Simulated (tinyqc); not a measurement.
Worked calculation: MP2 on RHF in the 6-311g basis, for H2, spin multiplicity 1. Computed by tinyqc, a small Python program that keeps every step (integrals from PySCF). Settings: charge = 0, multiplicity = 1, basis = 6-311g, method = RHF, energy threshold = 1e-10, iteration cap = 73, orthogonalisation = symmetric, start = Wolfsberg-Helmholz matrix, DIIS depth = 6. Command: `OMP_NUM_THREADS=1 python tinyqc.py 22328 22329 out.jsonl` (the two numbers bound the seeds that draw the settings). One thread of a shared host (Intel(R) Xeon(R) Processor @ 2.60GHz), about 0.1 s of CPU time with the checks. The early iterations of the SCF are left out here.

## One-electron integrals

Geometry (angstrom):
```
atom,x,y,z
H,0.000000,0.000000,0.000000
H,0.000000,0.000000,0.763000
```

Basis 6-311g: exponents (1/bohr^2) and contraction coefficients of normalised primitives:
```
element,l (shell),exponent,coefficient
H,s (1),33.865000,0.025494
H,s (1),5.094790,0.190373
H,s (1),1.158790,0.852161
H,s (2),0.325840,1.000000
H,s (3),0.102741,1.000000
```

Overlap, kinetic and nuclear-attraction integrals over the contracted functions; the nuclear repulsion is the sum of Za Zb / Rab.

nuclear repulsion = 0.69354811 hartree

overlap S:
```
,1H 1s,1H 2s,1H 3s,2H 1s,2H 2s,2H 3s
1H 1s,1.000000,0.706377,0.373664,0.250040,0.412370,0.306782
1H 2s,0.706377,1.000000,0.788963,0.412370,0.712693,0.670705
1H 3s,0.373664,0.788963,1.000000,0.306782,0.670705,0.898708
2H 1s,0.250040,0.412370,0.306782,1.000000,0.706377,0.373664
2H 2s,0.412370,0.712693,0.670705,0.706377,1.000000,0.788963
2H 3s,0.306782,0.670705,0.898708,0.373664,0.788963,1.000000
```

kinetic energy T (hartree):
```
,1H 1s,1H 2s,1H 3s,2H 1s,2H 2s,2H 3s
1H 1s,2.304348,0.549119,0.106346,0.042037,0.204919,0.075823
1H 2s,0.549119,0.488760,0.184881,0.204919,0.269680,0.140154
1H 3s,0.106346,0.184881,0.154112,0.075823,0.140154,0.128640
2H 1s,0.042037,0.204919,0.075823,2.304348,0.549119,0.106346
2H 2s,0.204919,0.269680,0.140154,0.549119,0.488760,0.184881
2H 3s,0.075823,0.140154,0.128640,0.106346,0.184881,0.154112
```

nuclear attraction V (hartree):
```
,1H 1s,1H 2s,1H 3s,2H 1s,2H 2s,2H 3s
1H 1s,-2.803684,-1.544859,-0.768886,-0.641360,-0.931885,-0.643172
1H 2s,-1.544859,-1.535274,-1.030461,-0.931885,-1.165567,-0.909202
1H 3s,-0.768886,-1.030461,-0.958615,-0.643172,-0.909202,-0.887664
2H 1s,-0.641360,-0.931885,-0.643172,-2.803684,-1.544859,-0.768886
2H 2s,-0.931885,-1.165567,-0.909202,-1.544859,-1.535274,-1.030461
2H 3s,-0.643172,-0.909202,-0.887664,-0.768886,-1.030461,-0.958615
```

core Hamiltonian H = T + V (hartree):
```
,1H 1s,1H 2s,1H 3s,2H 1s,2H 2s,2H 3s
1H 1s,-0.499335,-0.995739,-0.662540,-0.599323,-0.726967,-0.567349
1H 2s,-0.995739,-1.046514,-0.845580,-0.726967,-0.895887,-0.769048
1H 3s,-0.662540,-0.845580,-0.804503,-0.567349,-0.769048,-0.759024
2H 1s,-0.599323,-0.726967,-0.567349,-0.499335,-0.995739,-0.662540
2H 2s,-0.726967,-0.895887,-0.769048,-0.995739,-1.046514,-0.845580
2H 3s,-0.567349,-0.769048,-0.759024,-0.662540,-0.845580,-0.804503
```

## Two-electron integrals

Functions are numbered as in S; the eight-fold symmetry (ij|kl) = (ji|kl) = (kl|ij) leaves the list below.

Two-electron integrals (ij|kl) in chemists' order, unique and non-zero (hartree):
```
i,j,k,l,(ij|kl)
1,1,1,1,1.393035
2,1,1,1,0.822971
2,1,2,1,0.509703
2,2,1,1,0.822904
2,2,2,1,0.543028
2,2,2,2,0.644106
3,1,1,1,0.411256
3,1,2,1,0.257757
3,1,2,2,0.279868
3,1,3,1,0.130794
3,2,1,1,0.543681
3,2,2,1,0.365771
3,2,2,2,0.452669
3,2,3,1,0.189803
3,2,3,2,0.325140
3,3,1,1,0.494021
3,3,2,1,0.340115
3,3,2,2,0.445993
3,3,3,1,0.178035
3,3,3,2,0.331779
3,3,3,3,0.361682
4,1,1,1,0.266030
4,1,2,1,0.168713
4,1,2,2,0.185724
4,1,3,1,0.085853
4,1,3,2,0.126362
4,1,3,3,0.118884
4,1,4,1,0.077668
4,2,1,1,0.322016
4,2,2,1,0.215981
4,2,2,2,0.262152
4,2,3,1,0.111825
4,2,3,2,0.185404
4,2,3,3,0.183674
4,2,4,1,0.107890
4,2,4,2,0.172193
4,3,1,1,0.213210
4,3,2,1,0.144962
4,3,2,2,0.181434
4,3,3,1,0.075428
4,3,3,2,0.130295
4,3,3,3,0.132093
4,3,4,1,0.073058
4,3,4,2,0.121987
4,3,4,3,0.088071
4,4,1,1,0.681218
4,4,2,1,0.469711
4,4,2,2,0.598143
4,4,3,1,0.245362
4,4,3,2,0.430499
4,4,3,3,0.435532
4,4,4,1,0.266030
4,4,4,2,0.464660
4,4,4,3,0.336243
4,4,4,4,1.393035
5,1,1,1,0.464660
5,1,2,1,0.289866
5,1,2,2,0.312316
5,1,3,1,0.146886
5,1,3,2,0.211204
5,1,3,3,0.197376
5,1,4,1,0.107890
5,1,4,2,0.142457
5,1,4,3,0.096026
5,1,4,4,0.322016
5,1,5,1,0.172193
5,2,1,1,0.536477
5,2,2,1,0.357909
5,2,2,2,0.434401
5,2,3,1,0.185157
5,2,3,2,0.308728
5,2,3,3,0.309459
5,2,4,1,0.144059
5,2,4,2,0.219178
5,2,4,3,0.155061
5,2,4,4,0.536477
5,2,5,1,0.219178
5,2,5,2,0.327161
5,3,1,1,0.401430
5,3,2,1,0.273425
5,3,2,2,0.348421
5,3,3,1,0.142529
5,3,3,2,0.254404
5,3,3,3,0.267112
5,3,4,1,0.112267
5,3,4,2,0.181214
5,3,4,3,0.131640
5,3,4,4,0.455402
5,3,5,1,0.168925
5,3,5,2,0.270964
5,3,5,3,0.234974
5,4,1,1,0.469711
5,4,2,1,0.321936
5,4,2,2,0.408899
5,4,3,1,0.167955
5,4,3,2,0.295361
5,4,3,3,0.301647
5,4,4,1,0.168713
5,4,4,2,0.289866
5,4,4,3,0.210918
5,4,4,4,0.822971
5,4,5,1,0.215981
5,4,5,2,0.357909
5,4,5,3,0.306797
5,4,5,4,0.509703
5,5,1,1,0.598143
5,5,2,1,0.408899
5,5,2,2,0.524019
5,5,3,1,0.213387
5,5,3,2,0.383130
5,5,3,3,0.402072
5,5,4,1,0.185724
5,5,4,2,0.312316
5,5,4,3,0.229323
5,5,4,4,0.822904
5,5,5,1,0.262152
5,5,5,2,0.434401
5,5,5,3,0.380892
5,5,5,4,0.543028
5,5,5,5,0.644106
6,1,1,1,0.336243
6,1,2,1,0.210918
6,1,2,2,0.229323
6,1,3,1,0.107053
6,1,3,2,0.155603
6,1,3,3,0.146051
6,1,4,1,0.073058
6,1,4,2,0.096026
6,1,4,3,0.064844
6,1,4,4,0.213210
6,1,5,1,0.121987
6,1,5,2,0.155061
6,1,5,3,0.119648
6,1,5,4,0.144962
6,1,5,5,0.181434
6,1,6,1,0.088071
6,2,1,1,0.455402
6,2,2,1,0.306797
6,2,2,2,0.380892
6,2,3,1,0.159280
6,2,3,2,0.274063
6,2,3,3,0.280496
6,2,4,1,0.112267
6,2,4,2,0.168925
6,2,4,3,0.119648
6,2,4,4,0.401430
6,2,5,1,0.181214
6,2,5,2,0.270964
6,2,5,3,0.225851
6,2,5,4,0.273425
6,2,5,5,0.348421
6,2,6,1,0.131640
6,2,6,2,0.234974
6,3,1,1,0.429660
6,3,2,1,0.296284
6,3,2,2,0.390228
6,3,3,1,0.155190
6,3,3,2,0.291150
6,3,3,3,0.319352
6,3,4,1,0.110343
6,3,4,2,0.176374
6,3,4,3,0.128488
6,3,4,4,0.429660
6,3,5,1,0.176374
6,3,5,2,0.285659
6,3,5,3,0.251836
6,3,5,4,0.296284
6,3,5,5,0.390228
6,3,6,1,0.128488
6,3,6,2,0.251836
6,3,6,3,0.292122
6,4,1,1,0.245362
6,4,2,1,0.167955
6,4,2,2,0.213387
6,4,3,1,0.087606
6,4,3,2,0.154383
6,4,3,3,0.158272
6,4,4,1,0.085853
6,4,4,2,0.146886
6,4,4,3,0.107053
6,4,4,4,0.411256
6,4,5,1,0.111825
6,4,5,2,0.185157
6,4,5,3,0.159280
6,4,5,4,0.257757
6,4,5,5,0.279868
6,4,6,1,0.075428
6,4,6,2,0.142529
6,4,6,3,0.155190
6,4,6,4,0.130794
6,5,1,1,0.430499
6,5,2,1,0.295361
6,5,2,2,0.383130
6,5,3,1,0.154383
6,5,3,2,0.282680
6,5,3,3,0.302432
6,5,4,1,0.126362
6,5,4,2,0.211204
6,5,4,3,0.155603
6,5,4,4,0.543681
6,5,5,1,0.185404
6,5,5,2,0.308728
6,5,5,3,0.274063
6,5,5,4,0.365771
6,5,5,5,0.452669
6,5,6,1,0.130295
6,5,6,2,0.254404
6,5,6,3,0.291150
6,5,6,4,0.189803
6,5,6,5,0.325140
6,6,1,1,0.435532
6,6,2,1,0.301647
6,6,2,2,0.402072
6,6,3,1,0.158272
6,6,3,2,0.302432
6,6,3,3,0.337500
6,6,4,1,0.118884
6,6,4,2,0.197376
6,6,4,3,0.146051
6,6,4,4,0.494021
6,6,5,1,0.183674
6,6,5,2,0.309459
6,6,5,3,0.280496
6,6,5,4,0.340115
6,6,5,5,0.445993
6,6,6,1,0.132093
6,6,6,2,0.267112
6,6,6,3,0.319352
6,6,6,4,0.178035
6,6,6,5,0.331779
6,6,6,6,0.361682
```

## Orthogonalisation

S = U s U^T; symmetric (Loewdin) form X = U s^(-1/2) U^T, so that X^T S X = 1.

eigenvalues of S: 0.033243  0.139299  0.196936  0.840750  0.908379  3.881392

X:
```
,1H 1s,1H 2s,1H 3s,2H 1s,2H 2s,2H 3s
1H 1s,1.375430,-0.750922,0.217244,-0.010058,-0.003814,-0.036143
1H 2s,-0.750922,2.381776,-1.149455,-0.003814,-0.632191,0.393085
1H 3s,0.217244,-1.149455,2.775188,-0.036143,0.393085,-1.612627
2H 1s,-0.010058,-0.003814,-0.036143,1.375430,-0.750922,0.217244
2H 2s,-0.003814,-0.632191,0.393085,-0.750922,2.381776,-1.149455
2H 3s,-0.036143,0.393085,-1.612627,0.217244,-1.149455,2.775188
```

## Iteration 6 (converged): orbitals

converged F (hartree):
```
,1H 1s,1H 2s,1H 3s,2H 1s,2H 2s,2H 3s
1H 1s,0.589025,-0.442771,-0.467138,-0.509802,-0.510823,-0.441566
1H 2s,-0.442771,-0.366017,-0.386986,-0.510823,-0.484906,-0.406643
1H 3s,-0.467138,-0.386986,-0.257672,-0.441566,-0.406643,-0.275798
2H 1s,-0.509802,-0.510823,-0.441566,0.589025,-0.442771,-0.467138
2H 2s,-0.510823,-0.484906,-0.406643,-0.442771,-0.366017,-0.386986
2H 3s,-0.441566,-0.406643,-0.275798,-0.467138,-0.386986,-0.257672
```

Diagonalise F' = X^T F X, C = X C', fill 1 alpha and 1 beta electrons from the bottom; D = 2 C_occ C_occ^T. Each column has its largest component positive (the first on a tie).

F' = X^T F X (hartree):
```
,1,2,3,4,5,6
1,1.694460,-1.170430,0.012440,-0.316065,-0.177549,-0.142934
2,-1.170430,0.952427,-0.380574,-0.177549,-0.235829,-0.028099
3,0.012440,-0.380574,0.197678,-0.142934,-0.028099,-0.128575
4,-0.316065,-0.177549,-0.142934,1.694460,-1.170430,0.012440
5,-0.177549,-0.235829,-0.028099,-1.170430,0.952427,-0.380574
6,-0.142934,-0.028099,-0.128575,0.012440,-0.380574,0.197678
```

orbital energies (hartree): MO1 -0.588990, MO2 0.165259, MO3 0.307948, MO4 0.641225, MO5 2.445138, MO6 2.718549

coefficients C:
```
,MO1,MO2,MO3,MO4,MO5,MO6
1H 1s,0.188531,0.082744,-0.048782,-0.090302,-1.093348,-1.120703
1H 2s,0.297477,-0.026039,-0.722059,-1.690863,1.221279,1.775134
1H 3s,0.130113,2.188613,0.851536,2.160433,-0.485981,-1.179312
2H 1s,0.188531,-0.082744,-0.048782,0.090302,-1.093348,1.120703
2H 2s,0.297477,0.026039,-0.722059,1.690863,1.221279,-1.775134
2H 3s,0.130113,-2.188613,0.851536,-2.160433,-0.485981,1.179312
```

D after iteration 6:
```
,1H 1s,1H 2s,1H 3s,2H 1s,2H 2s,2H 3s
1H 1s,0.071088,0.112167,0.049061,0.071088,0.112167,0.049061
1H 2s,0.112167,0.176985,0.077411,0.112167,0.176985,0.077411
1H 3s,0.049061,0.077411,0.033859,0.049061,0.077411,0.033859
2H 1s,0.071088,0.112167,0.049061,0.071088,0.112167,0.049061
2H 2s,0.112167,0.176985,0.077411,0.112167,0.176985,0.077411
2H 3s,0.049061,0.077411,0.033859,0.049061,0.077411,0.033859
```

## Convergence

Stop when the energy changes by less than 1e-10 hartree and every element of the error matrix X^T (F D S - S D F) X is below 3e-06.

Course of the cycle:
```
iteration,E (hartree),change,largest element of the error matrix
1,-0.80591576,-,4.40e-01
2,-1.12215171,-3.16e-01,5.71e-02
3,-1.12736569,-5.21e-03,1.94e-03
4,-1.12737819,-1.25e-05,2.65e-04
5,-1.12737846,-2.75e-07,2.87e-07
6,-1.12737846,-3.19e-13,1.21e-07
```

PySCF RHF in the same basis = -1.12737846 hartree

Converged in 6 iterations.

## Integrals over molecular orbitals

(pq|rs) = sum C_ip C_jq C_kr C_ls (ij|kl), one index at a time.

one-electron integrals over orbitals h = C^T H C (hartree):
```
,1,2,3,4,5,6
1,-1.231937,0.000000,0.133302,0.000000,0.095610,0.000000
2,0.000000,-0.483722,0.000000,0.207742,0.000000,0.021684
3,0.133302,0.000000,-0.365403,0.000000,-0.171796,0.000000
4,0.000000,0.207742,0.000000,-0.255791,0.000000,-0.227804
5,0.095610,0.000000,-0.171796,0.000000,1.260951,0.000000
6,0.000000,0.021684,0.000000,-0.227804,0.000000,1.451780
```

Two-electron integrals over orbitals (pq|rs), unique and non-zero (hartree):
```
p,q,r,s,(pq|rs)
1,1,1,1,0.642947
2,1,2,1,0.047007
2,2,1,1,0.347994
2,2,2,2,0.298414
3,1,1,1,-0.133302
3,1,2,2,-0.025245
3,1,3,1,0.054687
3,2,2,1,0.022788
3,2,3,2,0.039382
3,3,1,1,0.364019
3,3,2,2,0.273847
3,3,3,1,-0.035759
3,3,3,3,0.281922
4,1,2,1,-0.063380
4,1,3,2,-0.007943
4,1,4,1,0.105135
4,2,1,1,-0.135561
4,2,2,2,-0.044838
4,2,3,1,0.039053
4,2,3,3,-0.045698
4,2,4,2,0.053666
4,3,2,1,0.030373
4,3,3,2,0.017693
4,3,4,1,-0.041267
4,3,4,3,0.026344
4,4,1,1,0.501076
4,4,2,2,0.326687
4,4,3,1,-0.081913
4,4,3,3,0.314162
4,4,4,2,-0.102684
4,4,4,4,0.435922
5,1,1,1,-0.095610
5,1,2,2,-0.010092
5,1,3,1,0.051230
5,1,3,3,-0.023639
5,1,4,2,0.024954
5,1,4,4,-0.056780
5,1,5,1,0.089097
5,2,2,1,0.000124
5,2,3,2,0.002489
5,2,4,1,0.004605
5,2,4,3,-0.007026
5,2,5,2,0.010612
5,3,1,1,0.111513
5,3,2,2,0.030819
5,3,3,1,-0.040031
5,3,3,3,0.035765
5,3,4,2,-0.034045
5,3,4,4,0.073336
5,3,5,1,-0.045769
5,3,5,3,0.037188
5,4,2,1,0.003455
5,4,3,2,-0.019597
5,4,4,1,-0.024374
5,4,4,3,0.008299
5,4,5,2,-0.016293
5,4,5,4,0.040360
5,5,1,1,0.636642
5,5,2,2,0.339247
5,5,3,1,-0.136100
5,5,3,3,0.360135
5,5,4,2,-0.132046
5,5,4,4,0.493541
5,5,5,1,-0.128667
5,5,5,3,0.124379
5,5,5,5,0.673368
6,1,2,1,-0.028723
6,1,3,2,0.014018
6,1,4,1,0.066621
6,1,4,3,-0.030266
6,1,5,2,0.024090
6,1,5,4,-0.055866
6,1,6,1,0.096122
6,2,1,1,-0.025204
6,2,2,2,0.011129
6,2,3,1,0.020605
6,2,3,3,-0.000548
6,2,4,2,0.003050
6,2,4,4,-0.008949
6,2,5,1,0.034271
6,2,5,3,-0.014272
6,2,5,5,-0.039276
6,2,6,2,0.020340
6,3,2,1,0.029024
6,3,3,2,-0.000080
6,3,4,1,-0.051452
6,3,4,3,0.020323
6,3,5,2,-0.007385
6,3,5,4,0.024552
6,3,6,1,-0.049183
6,3,6,3,0.032894
6,4,1,1,0.147213
6,4,2,2,0.024471
6,4,3,1,-0.061470
6,4,3,3,0.043003
6,4,4,2,-0.043039
6,4,4,4,0.092137
6,4,5,1,-0.078410
6,4,5,3,0.051313
6,4,5,5,0.171968
6,4,6,2,-0.033975
6,4,6,4,0.089599
6,5,2,1,0.080541
6,5,3,2,0.009487
6,5,4,1,-0.136457
6,5,4,3,0.061529
6,5,5,2,-0.025492
6,5,5,4,0.066619
6,5,6,1,-0.135690
6,5,6,3,0.086901
6,5,6,5,0.248296
6,6,1,1,0.681445
6,6,2,2,0.357734
6,6,3,1,-0.157149
6,6,3,3,0.371048
6,6,4,2,-0.149910
6,6,4,4,0.535547
6,6,5,1,-0.170571
6,6,5,3,0.146398
6,6,5,5,0.733354
6,6,6,2,-0.051411
6,6,6,4,0.207915
6,6,6,6,0.826063
```

## Second-order Moller-Plesset energy

Hartree-Fock energy = -1.12737846 hartree

E2 = sum_ijab (ia|jb) [2 (ia|jb) - (ib|ja)] / (e_i + e_j - e_a - e_b) over occupied i, j and virtual a, b; the opposite-spin part is (ia|jb)^2 / denominator, the rest is same-spin, and SCS-MP2 scales them by 6/5 and 1/3.

Terms:
```
i,j,a,b,(ia|jb),(ib|ja),denominator,term
1,1,4,4,0.105135,0.105135,-2.460431,-0.004492
1,1,2,4,-0.063380,-0.063380,-1.984464,-0.002024
1,1,4,2,-0.063380,-0.063380,-1.984464,-0.002024
1,1,3,3,0.054687,0.054687,-1.793877,-0.001667
1,1,2,2,0.047007,0.047007,-1.508498,-0.001465
1,1,6,6,0.096122,0.096122,-6.615078,-0.001397
1,1,5,5,0.089097,0.089097,-6.068257,-0.001308
1,1,4,6,0.066621,0.066621,-4.537754,-0.000978
1,1,6,4,0.066621,0.066621,-4.537754,-0.000978
1,1,5,3,0.051230,0.051230,-3.931067,-0.000668
1,1,3,5,0.051230,0.051230,-3.931067,-0.000668
1,1,6,2,-0.028723,-0.028723,-4.061788,-0.000203
1,1,2,6,-0.028723,-0.028723,-4.061788,-0.000203
```

Pair energies (hartree; pair i-j sums ij and ji):
```
pair,opposite spin,same spin
1-1,-0.018075,0
```

MP2 correlation energy = -0.01807548 hartree

SCS-MP2 correlation energy = -0.02169057 hartree

MP2 total energy = -1.14545394 hartree
